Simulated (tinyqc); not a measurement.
Reaction control against transport control: chemical vapour deposition: Grove model, boundary layer, depletion and step coverage. Computed by tinyqc, a small Python program. Command: `OMP_NUM_THREADS=1 python tinyqc.py 3029287 3029288 out.jsonl cvd walk`. One thread of a shared host (Intel(R) Xeon(R) Processor @ 2.30GHz), about 0.05 s of CPU time with the checks.

A precursor diffuses to the surface and reacts there at first order; each molecule that reacts adds one formula unit of film.

Inputs (values chosen for the exercise, close to those used for silicon dioxide from an alkoxysilane):
```
quantity                                            value                unit
prefactor k0 of k_s                               6.6e+07                cm/s
activation energy E                                  1.95                  eV
temperature T                                         780                   C
total pressure p                                      760                torr
mole fraction of the precursor Y                   0.0017                   -
gas diffusivity D0 at 273.15 K and 760 torr          0.41              cm^2/s
film density N                                    2.2e+22  formula units/cm^3
gas velocity U                                         27                cm/s
kinematic viscosity nu0 at 273.15 K and 760 torr      0.4              cm^2/s
susceptor length L                                     27                  cm
channel height b                                      9.7                  cm
```

Reactor: horizontal, atmospheric.

Constants: k_B = 8.617333262e-05 eV/K; k_B = 1.380649e-23 J/K.

Method:
- k_s = k0 exp(-E/(k_B T)); C_g = Y p/(k_B T), 1 torr = 133.322 Pa; D = D0 (T/273.15)^1.75 (760/p).
- nu = nu0 (T/273.15)^1.75 (760/p); Re = U L/nu; mean boundary layer delta = (2/3) L/sqrt(Re), at most b/2; h_g = D/delta.
- Fluxes in series: C_s = C_g/(1 + k_s/h_g); growth rate G = k_s h_g/(k_s + h_g) C_g/N; 1 cm/s = 6e8 nm/min.
- Temperatures in kelvin are T(C) + 273.15.

Rates:
```
T (C)  k_s (cm/s)  h_g (cm/s)  G (nm/min)  reaction limit (nm/min)  transport limit (nm/min)
580    1.9970e-04      2.6342  7.9642e-02               7.9648e-02                    1050.6
630    8.6718e-04      2.7688  3.2661e-01               3.2671e-01                    1043.1
680    3.2279e-03      2.9024  1.1510e+00               1.1523e+00                    1036.1
730    1.0540e-02      3.0352  3.5627e+00               3.5750e+00                    1029.5
780    3.0757e-02      3.1672  9.8418e+00               9.9373e+00                    1023.3
830    8.1452e-02      3.2984  2.4518e+01               2.5123e+01                    1017.4
880    1.9823e-01      3.4288  5.5296e+01               5.8493e+01                    1011.7
930    4.4807e-01      3.5586  1.1255e+02               1.2672e+02                    1006.4
980    9.4897e-01      3.6876  2.0493e+02               2.5767e+02                    1001.3
```

What does the comparison show, and why?

The apparent activation energy of G is 1.87 eV between the first rows and 1.56 eV between the last, against E = 1.95 eV. k_s stays below h_g, but mixed control begins at the hot end, which lowers the slope there. In the reaction limit the slope is E - k_B T, because C_g falls as 1/T; any further lowering comes from transport.
